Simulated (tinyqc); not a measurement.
Deep-level transient spectroscopy: one step of the calculation.

Schottky contact on an n-type layer with shallow donors Nd (all ionised) and a donor-like deep trap, neutral when filled and positive when empty; depletion approximation. Traps within lam of the depletion edge stay filled. A long pulse to Vp fills the traps beyond x1 = Wp - lam; back at Vr those between x1 and x2 = Wr - lam emit. A rate window reads S = C(t2) - C(t1).

Problem. The transient. W(t)^2 = Wr^2 + (Nt/Nd)(x2^2 - x1^2) exp(-en t), C = eps0 eps_r/W; for small Nt, dC/C = -(Nt/2 Nd) G exp(-en t) with G = (x2^2 - x1^2)/Wr^2. S = C(t2) - C(t1).

Parameters, values chosen for the exercise; material values close to those of 4H silicon carbide: relative permittivity eps_r = 9.58; shallow donor density Nd = 8.7e15 cm^-3; trap density Nt = 1.2e15 cm^-3; first sampling time t1 = 0.1 ms; second sampling time t2 = 0.4 ms.

Constants: eps0 = 8.8541878128e-14 F/cm where lengths are in cm. Results are converted to the units shown.

| sample | t (ms) |
|---|---|
| 0 | 0 |
| 1 | 0.05 |
| 2 | 0.1 |
| 3 | 0.25 |
| 4 | 0.4 |
| 5 | 0.8 |
| 6 | 2 |

en = 2684.4010 1/s
Wr = 836.05249 nm
G = (x2^2 - x1^2)/Wr^2 = 0.67412272

Find: C; C - C(final); S.

Solution.

| sample | C (nF/cm^2) | C - C(final) (pF/cm^2) |
|---|---|---|
| 0 | 9.7045 | -441.15 |
| 1 | 9.7568 | -388.88 |
| 2 | 9.8032 | -342.48 |
| 3 | 9.9128 | -232.83 |
| 4 | 9.9882 | -157.44 |
| 5 | 10.091 | -54.64 |
| 6 | 10.143 | -2.20 |

S = 185.04 pF/cm^2

Range of the model: With Nt above a tenth of Nd the edge x2 moves during the transient, which this model holds fixed, and the transient is not a plain exponential.

Numbers from tinyqc (`OMP_NUM_THREADS=1 python tinyqc.py 2050137 2050138 out.jsonl`; about 0.01 s on one thread of a shared Intel Xeon 2.30GHz).
